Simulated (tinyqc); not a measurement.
# Tunnelling through a two-layer gate stack, WKB transmission and Tsu-Esaki current: effect of temperature

Electrons leave the emitter at x = 0. Energies E (motion across the layers) are in eV from the emitter Fermi level; the collector Fermi level lies at -V and offers states at every E. No charge in the dielectric and no image force: F1 = V/(t1 + t2 eps1/eps2), F2 = F1 eps1/eps2; U = phi1 - F1 x in layer 1 and phi2 - F1 t1 - F2 (x - t1) in layer 2. With C = hbar^2/(2 m0), kappa = sqrt(m (U - E)/C) where U > E and 0 elsewhere; T(E) = exp(-S), S = 2 times the integral of kappa over x.

Each layer adds (2/F) sqrt(m/C) [G(u at its left edge) - G(u at its right edge)] to S, with u = U - E (0 where negative) and G(u) = (2/3) u^1.5. J = J0 times the integral of T(E) N(E) dE, N = ln[(1 + exp(-E/Vt))/(1 + exp((-E - V)/Vt))], J0 = q^2 me m0 kB T/(2 pi^2 hbar^3) (times 1e-4 for A/cm^2 per eV), from E = -Ef to far above the barrier (T = 1 there), by quadrature converged to the digits shown.

Values chosen for this exercise; layer 1 close to silicon dioxide, layer 2 close to hafnium oxide: Fermi energy of the emitter above its band bottom Ef = 0.11 eV; emitter mass in the supply function me = 1 m0; barrier of layer 1 above the emitter Fermi level at zero bias phi1 = 2.99 eV; tunnelling mass of layer 1 m1 = 0.49 m0; thickness of layer 1 t1 = 0.9 nm; relative permittivity of layer 1 eps1 = 4.08; barrier of layer 2 at zero bias phi2 = 1.47 eV; tunnelling mass of layer 2 m2 = 0.19 m0; thickness of layer 2 t2 = 3.9 nm; relative permittivity of layer 2 eps2 = 21.3; voltage across the dielectric V = 0.5 V.

Constants: q = 1.602176634e-19 C, kB = 1.380649e-23 J/K, hbar = 1.054571817e-34 J s, m0 = 9.1093837015e-31 kg, Vt = kB T/q, hbar^2/(2 m0) = 0.0380998212 eV nm^2. Results are converted to the units shown.

Effect of temperature:

| T (K) | J (A/cm^2) | mean E of the current (eV) |
|---|---|---|
| 50 | 1.210e-5 | -0.06547 |
| 100 | 1.247e-5 | -0.06345 |
| 200 | 1.402e-5 | -0.05546 |
| 300 | 1.679e-5 | -0.04214 |
| 400 | 2.119e-5 | -0.02252 |
| 500 | 2.809e-5 | 0.008805 |
| 600 | 4.422e-5 | 0.1750 |
| 750 | 6.054e-4 | 1.045 |

What does the table show?

Between 50 and 300 K the current changes by a factor of 1.39, and between 300 and 750 K by 36.0; the mean energy of the current rises from -0.0655 to 1.04 eV. The transmission grows by a factor e over d = 0.0972 eV near E = 0, equal to kB T/q at 1130 K: far below that temperature the thermal tail adds little.

Numbers from tinyqc (`OMP_NUM_THREADS=1 python tinyqc.py 2540003 2540004 out.jsonl`; about 0.02 s on one thread of a shared Intel Xeon 2.30GHz).
